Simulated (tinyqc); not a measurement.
Small-signal admittance of a forward-biased p+-n diode: one step of the calculation.

Holes injected into a neutral base of width wb with an ohmic contact at its end; low injection, p0 far above the equilibrium density. A small voltage v exp(i w t), w = 2 pi f, modulates the edge density by p0 v/Vt, and the small-signal density obeys Dp d2p/dx2 = (1/tau + i w) p.

Problem. Closed-form admittance. L = sqrt(Dp tau); direct current J = (q Dp p0/L) coth(wb/L); k = sqrt(1 + i w tau)/L; diffusion admittance Y = (q Dp p0/Vt) k coth(k wb) = G + i w C_diff; junction capacitance C_j = sqrt(q eps0 eps_r Nd/(2 Vr)) in the depletion approximation, with the remaining barrier Vr = Vt ln(Na/p0), a rough value under forward bias; base-width modulation is left out.

Values chosen for this exercise; permittivity close to that of gallium arsenide:

| symbol | value | unit | meaning |
|---|---|---|---|
| T | 275 | K | temperature |
| eps_r | 12.9 |  | relative permittivity |
| Nd | 7.7e16 | cm^-3 | donor density of the base |
| Dp | 8 | cm^2/s | hole diffusion coefficient |
| tau | 8e-9 | s | hole lifetime |
| wb | 0.48 | um | width of the neutral base |
| p0 | 1.7e14 | cm^-3 | excess hole density at the junction edge |
| Na | 8e19 | cm^-3 | acceptor density of the p+ side |
| f | 9.1e7 | Hz | signal frequency |

Constants: q = 1.602176634e-19 C, kB = 1.380649e-23 J/K, Vt = kB T/q, eps0 = 8.8541878128e-14 F/cm where lengths are in cm. Results are converted to the units shown.

Find: L; J; k wb; Y; C_diff; C_j.

Solution.

L = 2.5298 um
J = 4.5938 A/cm^2
k wb = 0.31981+0.25745i
Y = 193.97+10.46i S/cm^2
C_diff = 0.018299 uF/cm^2
C_j = 0.15087 uF/cm^2

G is 1.00 times its low-frequency value J/Vt, and C_diff is 0.121 times C_j.

Computed by the program tinyqc: `OMP_NUM_THREADS=1 python tinyqc.py 2890112 2890113 out.jsonl`, one thread of a shared Intel Xeon 2.30GHz, about 0.01 s for the whole run.
